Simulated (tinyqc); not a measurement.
# Free and trapped electrons in a MOS channel with a dense trap tail: effects of single changes

p-type body, charge-sheet picture, full ionisation (an idealisation for deep acceptors), Boltzmann statistics for free electrons. e = Ec - EF at the surface. Acceptor-like traps of density D(E) = D0 + De exp(-E/Ew) at depth E below Ec, from 0 to Eu, hold n_t = integral of D(E)/(1 + exp((e - E)/Vt)). psi = Eg - Vt ln(Nv/Na) - e; N_dep = sqrt(2 eps0 eps_r Na (psi - Vt)/q); n_f = sqrt(N_dep^2 + 2 eps0 eps_r Vt Nc exp(-e/Vt)/q) - N_dep; Vg = Vfb + psi + q (N_dep + n_t + n_f)/Cox, Cox = eps0 eox/tox.

Parameters, values chosen for the exercise; band and dielectric values close to those of 4H silicon carbide:
- T = 300 K (temperature)
- Eg = 3.22 eV (band gap)
- eps_r = 9.77 (relative permittivity)
- Nc = 1.67e19 cm^-3 (conduction-band density of states at T)
- Nv = 2.47e19 cm^-3 (valence-band density of states at T)
- eox = 3.9 (relative permittivity of the insulator)
- tox = 75 nm (insulator thickness)
- Na = 1.4e16 cm^-3 (acceptor density)
- Vfb = -2.61 V (flat-band voltage without trapped charge)
- D0 = 9.5e10 cm^-2 eV^-1 (constant background density of acceptor-like traps)
- De = 3.5e13 cm^-2 eV^-1 (density of the tail at the conduction edge)
- Ew = 0.12 eV (decay energy of the tail)
- Eu = 0.66 eV (depth below Ec down to which the traps reach)
- mf = 78 cm^2/(V s) (mobility of free electrons)

Constants: q = 1.602176634e-19 C, kB = 1.380649e-23 J/K, Vt = kB T/q, eps0 = 8.8541878128e-14 F/cm where lengths are in cm. Results are converted to the units shown.

Each table varies one quantity; the others keep the values above.

## Free and trapped charge against gate voltage

Free share n_f/(n_f + n_t); swing ln 10 n_f/(dn_f/dVg); field-effect mobility mf q (dn_f/dVg)/Cox, for a constant mf; oxide field q (N_dep + n_t + n_f)/(eps0 eox).

Free and trapped charge against gate voltage:

| Vg (V) | e (eV) | n_f (cm^-2) | n_t (cm^-2) | free share (%) | swing (mV/decade) | field-effect mobility (cm^2/(V s)) | oxide field (MV/cm) |
|---|---|---|---|---|---|---|---|
| 2.8 | 0.3982 | 7.592e5 | 1.720e11 | 4.413e-4 | 389.8 | 0.001217 | 0.3709 |
| 5 | 0.2229 | 6.473e8 | 7.324e11 | 0.08830 | 1336 | 0.3027 | 0.6408 |
| 7.2 | 0.1502 | 1.054e10 | 1.325e12 | 0.7888 | 2429 | 2.712 | 0.9245 |
| 9.4 | 0.1059 | 5.621e10 | 1.894e12 | 2.882 | 3787 | 9.276 | 1.212 |
| 11.5 | 0.07645 | 1.623e11 | 2.380e12 | 6.386 | 5515 | 18.40 | 1.488 |
| 13.7 | 0.05326 | 3.522e11 | 2.813e12 | 11.13 | 7755 | 28.38 | 1.778 |
| 15.9 | 0.03471 | 6.210e11 | 3.169e12 | 16.39 | 1.025e4 | 37.85 | 2.069 |
| 18 | 0.01979 | 9.471e11 | 3.440e12 | 21.59 | 1.277e4 | 46.33 | 2.347 |
| 20.2 | 0.006236 | 1.356e12 | 3.658e12 | 27.04 | 1.560e4 | 54.34 | 2.639 |

What does the table show?

n_f reaches 1e11 cm^-2 at Vg = 10.4 V, against 2.98 V without traps. The free share rises from 4.41e-4 to 27.0 % and the field-effect mobility rises from 0.00122 to 54.3 cm^2/(V s), although mf = 78 is constant: in the last row 69.7 % of Cox dVg goes into free electrons. The swing in the first row is 390 mV a decade (Vt ln 10 = 59.5). For Vg = 15.9, 18, 20.2 EF lies less than 2 Vt below the band edge, or above it, where degeneracy and confinement, left out, matter.

## Effect of the acceptor density

Vfb is held fixed. VT is the Vg for n_f = 1e11 cm^-2; swing ln 10 n_f/(dn_f/dVg) at n_f = 1e8 cm^-2; the last three columns are for Vg = VT + 6 V, with free share n_f/(n_f + n_t) and field-effect mobility mf q (dn_f/dVg)/Cox; there EF is near the band edge, where Boltzmann statistics are rough.

Effect of the acceptor density:

| Na (cm^-3) | e at VT (eV) | VT (V) | q n_t/Cox at VT (V) | swing (mV/decade) | n_f (cm^-2) | free share (%) | field-effect mobility (cm^2/(V s)) |
|---|---|---|---|---|---|---|---|
| 1e15 | 0.1201 | 7.071 | 5.888 | 701.8 | 6.436e11 | 18.42 | 33.95 |
| 2e15 | 0.1127 | 7.706 | 6.243 | 752.8 | 6.586e11 | 18.31 | 35.29 |
| 6e15 | 0.1003 | 9.036 | 6.891 | 843.9 | 6.815e11 | 18.02 | 37.79 |
| 1e16 | 0.09421 | 9.835 | 7.227 | 891.3 | 6.919e11 | 17.84 | 39.14 |
| 3e16 | 0.08074 | 12.12 | 8.017 | 1007 | 7.159e11 | 17.45 | 42.55 |
| 8e16 | 0.06840 | 15.11 | 8.791 | 1129 | 7.445e11 | 17.24 | 46.44 |
| 2e17 | 0.05669 | 19.21 | 9.558 | 1266 | 7.850e11 | 17.33 | 51.04 |
| 5e17 | 0.04488 | 25.28 | 10.35 | 1433 | 8.455e11 | 17.82 | 56.46 |

Read the table: what changes, and by how much?

As Na goes from 1e15 to 5e17, VT rises from 7.07 to 25.3 V, its part due to traps rises from 5.89 to 10.3 V, the swing rises from 702 to 1430 mV/decade and the field-effect mobility rises from 34.0 to 56.5 cm^2/(V s). Most of the rise of VT is depletion charge; the trap part grows since the same n_f needs EF nearer the band edge at heavier doping. For Na = 5e17 e is under 2 Vt already at VT, so VT too is rough.

Program tinyqc, `OMP_NUM_THREADS=1 python tinyqc.py 2222084 2222085 out.jsonl`; Intel Xeon 2.30GHz, shared host, one thread, about 0.02 s.
